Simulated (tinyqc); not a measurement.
Inside a calculation. Method: Hueckel theory of the pi electrons with the omega technique, for the molecule C=Cc1ccccc1 (SMILES; centres numbered as the heavy atoms are written). One step of it, computed by the program tinyqc.

Question. Energy, charges, bond orders. E = sum n x; q_r = z_r - P_rr; bond order p = P_rs; free valence = sqrt(3) - sum of p over the bonds of the atom.

x values: 2.135779  1.414214  1.000000  0.662153  -0.662153  -1.000000  -1.414214  -2.135779

occupations: 2.000000  2.000000  2.000000  2.000000  0.000000  0.000000  0.000000  0.000000

charge and bond-order matrix P, lower triangle:
```
           1C         2C         3C         4C         5C        6C        7C        8C
1C   1.000000
2C   0.911344   1.000000
3C   0.000000   0.405894   1.000000
4C  -0.252725   0.000000   0.610131   1.000000
5C   0.000000  -0.048488   0.000000   0.678703   1.000000
6C   0.204237   0.000000  -0.301212   0.000000   0.658619  1.000000
7C   0.000000  -0.048488   0.000000  -0.321297   0.000000  0.658619  1.000000
8C  -0.252725   0.000000   0.610131   0.000000  -0.321297  0.000000  0.678703  1.000000
```

Centres:
```
centre  z_r, pi electrons of the neutral centre         h
1C                                            1  0.000000
2C                                            1  0.000000
3C                                            1  0.000000
4C                                            1  0.000000
5C                                            1  0.000000
6C                                            1  0.000000
7C                                            1  0.000000
8C                                            1  0.000000
```

Bonds:
```
i  j  k
1  2  1
2  3  1
3  4  1
4  5  1
5  6  1
6  7  1
7  8  1
8  3  1
```

Give: pi energy = 8 alpha + this times beta; pi charges; Bond orders and lengths from R = 1.517 - 0.180 p; free valence of the carbons; gap between the highest filled and the next level.

Answer.

pi energy = 8 alpha + this times beta = 10.424

pi charges: 1C 0.000, 2C 0.000, 3C 0.000, 4C 0.000, 5C 0.000, 6C 0.000, 7C 0.000, 8C 0.000

Bond orders and lengths from R = 1.517 - 0.180 p (angstrom, C-C alone):
```
bond      p      R
1-2   0.911  1.353
2-3   0.406  1.444
3-4   0.610  1.407
4-5   0.679  1.395
5-6   0.659  1.398
6-7   0.659  1.398
7-8   0.679  1.395
8-3   0.610  1.407
```

free valence of the carbons: 1C 0.821, 2C 0.415, 3C 0.106, 4C 0.443, 5C 0.395, 6C 0.415, 7C 0.395, 8C 0.443

gap between the highest filled and the next level = 1.324 |beta|
